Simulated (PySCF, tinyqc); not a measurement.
A ladder of methods, and size consistency: correlation methods against full CI in the sto-3g basis, for H4, spin multiplicity 1. Computed by the program tinyqc with PySCF. All electrons correlated; +Q is the Davidson correction (1 - c0^2) E_corr. The last columns treat two copies 100 angstrom apart as one system. FCI is the lowest singlet.

Geometry (angstrom):
```
atom,x,y,z
H,0.0000,0.0000,0.0000
H,0.0000,0.0000,1.1720
H,0.0000,1.3410,0.0000
H,0.0000,1.3410,1.1720
```

RHF energy of one = -1.876846 hartree

Correlation energies (hartree):
```
method,E_corr of one,share of FCI (%),E_corr of two at 100 angstrom,two minus twice one (mhartree)
MP2,-0.06714,52.336,-0.13428,0.000
CISD,-0.12139,94.625,-0.21107,31.711
CISD+Q,-0.14358,111.920,-0.25788,29.268
CCSD,-0.12890,100.477,-0.25779,0.000
CCSD(T),-0.12890,100.477,-0.25779,0.000
FCI,-0.12828,100.000,-,-
```

What does the comparison show, and why?

MP2 recovers 52 %, CISD 94.6 % and CCSD 100.5 % of the FCI value (c0^2 = 0.817 in CISD). MP2 and coupled cluster are size consistent, so their last column vanishes; CISD loses 31.71 mhartree, since a double excitation on each copy is a quadruple of the pair, and the Davidson correction leaves +29.27. The restricted reference is unstable here: a spin-polarised solution lies 0.0688 hartree lower (PySCF), so results built on it describe a poor reference.
